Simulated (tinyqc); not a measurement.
# Changing the temperature T

Model: Bloch-Grueneisen resistivity of a metal. Computed by tinyqc, a small Python program. Command: `OMP_NUM_THREADS=1 python tinyqc.py 3024924 3024925 out.jsonl bg sweep`. One thread of a shared host (Intel(R) Xeon(R) Processor @ 2.30GHz), about 0.01 s of CPU time with the checks.

Electrons scatter from a Debye spectrum of phonons (n = 5 for scattering within one band, n = 3 for scattering into a second, heavy band) and from static defects.

Inputs (values chosen for the exercise, modelled on platinum): exponent n = 3; Debye temperature Theta = 213 K; transport coupling lambda_tr = 0.45; Drude plasma energy hbar w_p = 7 eV; residual resistivity rho_0 = 10 microohm cm.

Addition: none.

Constants: k_B = 1.380649e-23 J/K; hbar = 1.054571817e-34 J s; eps_0 = 8.8541878128e-12 F/m; hbar = 6.582119569e-16 eV s; k_B = 8.617333262e-05 eV/K.

Method:
- rho_ph = (n - 1) rho_1 (T/Theta)^n J_n(Theta/T), with rho_1 = 2 pi lambda_tr k_B Theta/(hbar eps_0 w_p^2), the high-temperature line at T = Theta.
- J_n(y) = int_0^y x^n e^x/(e^x - 1)^2 dx, by 96 Gauss-Legendre points (upper limit at most 60).
- Matthiessen's rule: rho = rho_0 + rho_ph.
- Temperature coefficient (1/rho) d rho/dT by a central difference of +/- 0.5 K; residual ratio rho(295 K)/rho(4.2 K); scattering time tau = 1/(eps_0 w_p^2 rho); Wiedemann-Franz kappa = L_0 T/rho, L_0 = (pi^2/3)(k_B/e)^2.

One run for each value; columns: (1) temperature T (K); (2) resistivity rho (microohm cm); (3) phonon resistivity rho_ph (microohm cm); (4) temperature coefficient (1e-3/K); (5) Wiedemann-Franz conductivity (W/(m K)):
```
(1)     (2)         (3)     (4)     (5)
10   10.012  1.1753e-02  0.3525   2.440
16   10.048  4.8106e-02  0.8958   3.890
27   10.223  2.2253e-01  2.2498   6.453
45   10.798  7.9798e-01  3.5531  10.181
74   12.000  1.9998e+00  3.5339  15.066
120  13.909  3.9093e+00  2.9118  21.077
200  17.056  7.0563e+00  2.2586  28.646
330  21.989  1.1989e+01  1.7090  36.663
550  30.204  2.0204e+01  1.2314  44.486
900  43.191  3.3191e+01  0.8578  50.907
```

What does the table show, and why?

Over the rows, resistivity rho (microohm cm) rises from 10.0 to 43.2 (exponent d ln y / d ln x 0.0077 between the first rows and 0.73 between the last); phonon resistivity rho_ph (microohm cm) rises from 0.0118 to 33.2 (exponent d ln y / d ln x 3.0 between the first rows and 1.0 between the last); temperature coefficient (1e-3/K) goes from 0.352 through a maximum among these rows, 3.55 at 45.0, to 0.858. At the high end the exponent of phonon resistivity rho_ph is 1.01, close to 1: the linear law of classical vibrations. At the low end the exponent of Wiedemann-Franz conductivity is 0.99, close to 1: defect scattering, constant rho.

Extremes, crossings and ranges named in words are read from the listed rows.
